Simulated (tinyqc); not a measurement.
Metal gate on a two-layer dielectric stack with fixed charge and a dipole: two steps of the calculation.

Gate, layer 2, layer 1, p-type semiconductor; x runs from the gate inwards. Charges are counted in units of +q. psi is the band bending at the surface, positive towards inversion. Classical charge, Boltzmann statistics, no interface traps.

Values chosen for this exercise; band and dielectric values close to those of germanium, layer 1 close to silicon nitride, layer 2 close to zirconium oxide:

| symbol | value | unit | meaning |
|---|---|---|---|
| T | 300 | K | temperature |
| Eg | 0.666 | eV | band gap |
| eps_r | 15.7 |  | relative permittivity |
| Nc | 1.05e19 | cm^-3 | conduction-band density of states at T |
| Nv | 5.97e18 | cm^-3 | valence-band density of states at T |
| chi | 3.96 | eV | electron affinity |
| Na | 4.8e16 | cm^-3 | acceptor density |
| pM | 4.74 | eV | work function of the gate metal |
| t1 | 0.5 | nm | thickness of layer 1, next to the semiconductor |
| e1 | 7.76 |  | relative permittivity of layer 1 |
| t2 | 2.4 | nm | thickness of layer 2, next to the gate |
| e2 | 24.1 |  | relative permittivity of layer 2 |
| Q1 | 5.7e11 | cm^-2 | fixed charge at the semiconductor interface |
| Q2 | 5.2e11 | cm^-2 | fixed charge between the layers |
| r1 | 0 | cm^-3 | uniform charge density in layer 1 |
| r2 | 1.1e18 | cm^-3 | uniform charge density in layer 2 |
| Vd | 0 | V | flat-band shift by a dipole layer between the layers |

Constants: q = 1.602176634e-19 C, kB = 1.380649e-23 J/K, Vt = kB T/q, eps0 = 8.8541878128e-14 F/cm where lengths are in cm. Results are converted to the units shown.

Task 1. Flat-band voltage, term by term. EOT = 3.9 (t1/e1 + t2/e2), Cox = eps0/(t1/e1 + t2/e2); phi_ms = pM - (chi + Eg - Vt ln(Nv/Na)). Vfb = phi_ms + Vd - (q/eps0) [Q1 (t1/e1 + t2/e2) + Q2 t2/e2 + r1 (t1^2/(2 e1) + t1 t2/e2) + r2 t2^2/(2 e2)]: each charge counts with its electrical distance from the gate.

Find: terms; Vfb.

Result 1.

terms (V): phi_ms 0.23869, dipole 0.00000, Q1 -0.01692, Q2 -0.00937, r1 0.00000, r2 -0.00238
Vfb = 0.21003 V

Apart from phi_ms the largest term is that of Q1, -16.9 mV; all charges and the dipole together move Vfb by -28.7 mV.

Task 2. Threshold voltage. ni = sqrt(Nc Nv) exp(-Eg/(2 Vt)), Eg in volts, pB = Vt ln(Na/ni), Vth = Vfb + 2 pB + sqrt(4 q eps0 eps_r Na pB)/Cox.

Vfb = 0.21002572 V
Cox = 5.3983008 uF/cm^2

Give: ni; pB; depletion charge; Vth.

Result 2.

ni = 2.0157e13 cm^-3
pB = 0.20101 V
depletion charge = 0.092713 uC/cm^2
Vth = 0.62922 V

Program tinyqc, `OMP_NUM_THREADS=1 python tinyqc.py 2010169 2010170 out.jsonl`; Intel Xeon 2.30GHz, shared host, one thread, about 0.01 s.
